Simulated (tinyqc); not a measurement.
# From step (C_lf - C_hf)/C_hf back to trap density N_t

Model: admittance spectroscopy and thermally stimulated current of one trap level in a depletion layer. Computed by tinyqc, a small Python program. Command: `OMP_NUM_THREADS=1 python tinyqc.py 3111466 3111467 out.jsonl admit inv`. One thread of a shared host (Intel(R) Xeon(R) Processor @ 2.30GHz), about 0.02 s of CPU time with the checks.

A Schottky junction on n-type material holds one donor-like electron trap; shallow donors are fully ionised and abrupt depletion edges are assumed.

Inputs (values chosen for the exercise, modelled on n-type GaN):

| quantity | value | unit |
|---|---|---|
| dielectric constant eps | 9.46 | - |
| density-of-states mass m | 0.205 | m_0 |
| shallow doping N | 1.5e+16 | 1/cm^3 |
| trap depth E_t below the band | 0.412 | eV |
| capture cross section sigma | 2.1e-17 | cm^2 |
| band bending V_b | 1.3 | V |
| test frequency f | 500000 | Hz |

Constants: k_B = 1.380649e-23 J/K; m_0 = 9.1093837015e-31 kg; h = 6.62607015e-34 J s; k_B = 8.617333262e-05 eV/K; eps_0 = 8.8541878128e-12 F/m; e = 1.602176634e-19 C.

Method:
- N_c = 2 (2 pi m k_B T/h^2)^(3/2), v_th = sqrt(3 k_B T/m), emission rate e_n = sigma v_th N_c exp(-E_t/(k_B T)).
- Where the level crosses the Fermi level capture equals emission, so the trap follows the signal with the rate 2 e_n; G/omega peaks at omega = 2 e_n (the correction for large N_t/N is left out).
- Solve 2 e_n(T_p) = 2 pi f.
- With E_c - E_F = k_B T_p ln(N_c/N): lambda = sqrt(2 eps eps_0 (E_t - (E_c - E_F))/(e^2 N)); traps are empty and charged for x < x_t = w - lambda, and V_b = e (N w^2 + N_t x_t^2)/(2 eps eps_0). High frequency: C_hf = eps eps_0/w. Low frequency: C_lf = eps eps_0 (N + N_t)/(N w + N_t x_t).

Problem. A run gave the result below. Find the trap density N_t, known to lie between 1.7e+15 and 2.9e+15 1/cm^3.

step (C_lf - C_hf)/C_hf = 0.03393107

Solution.

Each step takes the trial c = (a f_b - b f_a)/(f_b - f_a), f being the result less the target and a, b, c the logarithms of the listed values; c replaces end b, the old b replaces a if the sign of f changed, and otherwise f_a is halved.

Scan of the range:

| trap density N_t (1/cm^3) | step (C_lf - C_hf)/C_hf |
|---|---|
| 1.70e+15 | 0.0301373 |
| 1.86e+15 | 0.0328279 |
| 2.03e+15 | 0.0356615 |
| 2.22e+15 | 0.0387984 |
| 2.43e+15 | 0.0422294 |
| 2.65e+15 | 0.0457841 |
| 2.90e+15 | 0.0497756 |

False position (Illinois rule, in the logarithm of the input) inside the bracket:

| step | end a | end b | trial | step (C_lf - C_hf)/C_hf |
|---|---|---|---|---|
| 1 | 1.86000e+15 | 2.03000e+15 | 1.92442e+15 | 0.0339047 |
| 2 | 2.03000e+15 | 1.92442e+15 | 1.92596e+15 | 0.0339305 |
| 3 | 2.03000e+15 | 1.92596e+15 | 1.92603e+15 | 0.0339317 |
| 4 | 1.92596e+15 | 1.92603e+15 | 1.92600e+15 | 0.0339311 |

Step (C_lf - C_hf)/C_hf rises at every point of a 13-point scan of the range (every second point is shown), so one value fits; it is bracketed by 1.86e15 and 2.03e15. Answer: trap density N_t = 1.926e15 1/cm^3.
